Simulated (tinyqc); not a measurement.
Changing the impurity potential U: Koster-Slater impurity in a tight-binding band, by Green functions and by supercells. Computed by tinyqc, a small Python program. Command: `OMP_NUM_THREADS=1 python tinyqc.py 3031402 3031403 out.jsonl kosterslater sweep`. One thread of a shared host (Intel(R) Xeon(R) Processor @ 2.30GHz), about 0.05 s of CPU time with the checks.

One orbital per site, e(k) = -2 t sum cos(k_i) over 2 direction(s), band from -4 t to 4 t, lattice constant 1. One site has the extra energy U. Spin is left out.

Inputs (values chosen for the exercise, for a model band):

| quantity | value | unit |
|---|---|---|
| hopping t | 0.92 | eV |
| supercell edge N | 2 | sites |
| energy inside the band E | 1.24 | eV |
| broadening eta | 0.14 | eV |
| impurity concentration c | 0.008 | per site |

Lattice: square.

Constants: hbar = 6.582119569e-16 eV s.

Method:
- Outside the band G0(E) = (2/(pi E)) K(m), m = 16 t^2/E^2, K the complete elliptic integral with parameter m.
- A bound state solves 1/U = G0(E).
- Bisection in ln(distance from the edge) between 1e-5 t and |U| + t. Weight on the impurity site: -1/(U^2 dG0/dE), by a central difference with step min(1e-4 t, distance/30). Decay length along an axis: 1/arccosh(1 + distance/(2 t)).
- Inside the band G0(z), z = E + i eta, comes from the chain form 1/(sqrt(y - 2t) sqrt(y + 2t)) (principal roots) at y = z + 2 t cos k, averaged over k in (0, pi) with 200 Gauss-Legendre points.
- T = U/(1 - U G0); phase shift delta = -arg(1 - U G0) in (-pi, pi]; host density of states -Im G0/pi; on the impurity -Im[G0/(1 - U G0)]/pi; lifetime of a band state hbar/(-2 c Im T).
- In a periodic cell of N sites along each direction with Bloch vector K, the level solves 1/U = N^-d sum_k 1/(E - e(k)), k_i = (2 pi m_i + K_i)/N, m_i = 0..N-1; the outermost root on the side of U is taken (bisection). d is the number of directions. Gamma means K_i = 0, the zone corner K_i = pi, the quarter point K_i = pi/2.
- The error is measured against the isolated level E_b.

One run for each value:

| impurity potential U (eV) | distance from the band edge (eV) | weight on the impurity site | decay length (sites) | scattering lifetime (fs) | width between Gamma and the corner (eV) |
|---|---|---|---|---|---|
| -23.00 | 1.9467e+01 | 0.99357 | 0.3184 | 26.649 | 0.2944 |
| -16.60 | 1.3125e+01 | 0.98760 | 0.3590 | 27.649 | 0.4077 |
| -11.90 | 8.5062e+00 | 0.97568 | 0.4146 | 29.159 | 0.5678 |
| -8.57 | 5.2894e+00 | 0.95243 | 0.4925 | 31.408 | 0.7845 |
| -6.17 | 3.0498e+00 | 0.90605 | 0.6123 | 34.870 | 1.0733 |
| -4.44 | 1.5493e+00 | 0.81289 | 0.8193 | 40.338 | 1.4341 |
| -3.20 | 6.3465e-01 | 0.63532 | 1.2371 | 49.144 | 1.8350 |
| -2.30 | 1.7553e-01 | 0.35849 | 2.3073 | 63.920 | 2.2304 |
| -1.66 | 2.7210e-02 | 0.11211 | 5.8219 | 88.796 | 2.5723 |

Over the rows, distance from the band edge (eV) falls from 19.5 to 0.0272; weight on the impurity site falls from 0.994 to 0.112; decay length (sites) rises from 0.318 to 5.82. In two dimensions weak binding is exponentially small in t/|U|. For large |U| the scattering lifetime tends to that of a site cut out of the lattice, T = -1/G0. The supercell width shrinks as the state tightens.
